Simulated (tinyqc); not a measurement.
# The energy-gap law

Model: non-radiative capture by multiphonon emission, one effective mode. Computed by tinyqc, a small Python program. Command: `OMP_NUM_THREADS=1 python tinyqc.py 3008220 3008221 out.jsonl capture sweep`. One thread of a shared host (Intel(R) Xeon(R) Processor @ 2.30GHz), about 0.05 s of CPU time with the checks.

The initial state (free carrier plus empty centre) lies dE above the final state; both have the same frequency and are displaced by dQ.

Inputs (values chosen for the exercise, with mass, screening and phonons like those of 4H-SiC):

| quantity | value | unit |
|---|---|---|
| phonon energy hbar omega | 93 | meV |
| Huang-Rhys factor S | 8.56 | - |
| electron-phonon coupling W | 0.0027 | eV/(u^(1/2) angstrom) |
| cell volume V | 1160 | angstrom^3 |
| degeneracy g | 1 | - |
| broadening b | 62 | meV |
| carrier mass m | 0.388 | m_0 |
| dielectric constant eps | 9.68 | - |
| temperature T | 500 | K |
| defect density N_t | 7e+15 | cm^-3 |

Centre: repulsive.

Constants: hbar^2/u = 4.18015928e-03 eV angstrom^2; k_B = 8.617333262e-05 eV/K; hbar = 6.582119569e-16 eV s; Ry = 13.605693123 eV; k_B = 1.380649e-23 J/K; m_0 = 9.1093837015e-31 kg.

Method:
- dQ = sqrt(2 S (hbar^2/u)/hbar omega); relaxation energy lambda = S hbar omega; phonons needed P = dE/hbar omega; classical barrier E_b = (dE - lambda)^2/(4 lambda); occupation n = 1/(exp(hbar omega/k_B T) - 1).
- Huang-Rhys weight for a net emission of p phonons: L_p = exp(-S (2n + 1)) ((n + 1)/n)^(p/2) I_p(2 S sqrt(n (n + 1))), I_p the modified Bessel function.
- M_p = sum_m w_m <m_i|Q|(m + p)_f>^2 with Q counted from the final minimum and Boltzmann weights w_m for m = 0..24; <m_i|Q|k_f> = sqrt((hbar^2/u)/(2 hbar omega)) [sqrt(k) <m|k-1> + sqrt(k+1) <m|k+1>], with overlaps of oscillators displaced by d = sqrt(2 S) summed on 1500 points from -16 to 16 + d.
- The delta function is a Gaussian of standard deviation b at dE - p hbar omega.
- C_0 = V (2 pi/hbar) g W^2 sum_p M_p Gaussian_p. The sum runs over the seven p from round(P) - 3 to round(P) + 3; 1 angstrom^3 = 1e-24 cm^3.
- Sommerfeld factor of a repulsive centre: s(k) = 2 pi nu/(exp(2 pi nu) - 1), nu = sqrt(Ry*/E), Ry* = Ry m/eps^2, averaged over (2/sqrt(pi)) sqrt(x) exp(-x) dx with x = E/k_B T = t^2 (trapezoid, t to 6 in steps of 0.01).
- C = s C_0; v = sqrt(3 k_B T/m); sigma = C/v; tau = 1/(C N_t).

One run for each value:

| energy released dE (eV) | capture coefficient C (cm^3/s) | classical barrier E_b (eV) | P |
|---|---|---|---|
| 0.975 | 1.880e-12 | 0.010 | 10.48 |
| 1.240 | 1.060e-12 | 0.062 | 13.33 |
| 1.510 | 3.330e-13 | 0.160 | 16.24 |
| 1.780 | 6.380e-14 | 0.304 | 19.14 |
| 2.050 | 7.968e-15 | 0.494 | 22.04 |
| 2.320 | 6.826e-16 | 0.729 | 24.95 |
| 2.580 | 4.662e-17 | 0.999 | 27.74 |
| 2.850 | 2.131e-18 | 1.325 | 30.65 |
| 3.120 | 7.386e-20 | 1.696 | 33.55 |

What does the table show, and why?

Over the rows, capture coefficient C (cm^3/s) falls from 1.88e-12 to 7.39e-20 (exponent d ln y / d ln x -2.4 between the first rows and -37 between the last); classical barrier E_b (eV) rises from 0.0101 to 1.70 (exponent d ln y / d ln x 7.6 between the first rows and 2.7 between the last); P rises from 10.5 to 33.5 (exponent d ln y / d ln x about 1.0 throughout). ln C changes by -1.16 for each added phonon at the high end; the slope is still steepening, and becomes nearly constant only for P well above S.

Caution (rows 2.58, 2.85, 3.12): the largest term is not the one nearest energy conservation, so C_0 depends strongly on the broadening b.

Extremes, crossings and ranges named in words are read from the listed rows.
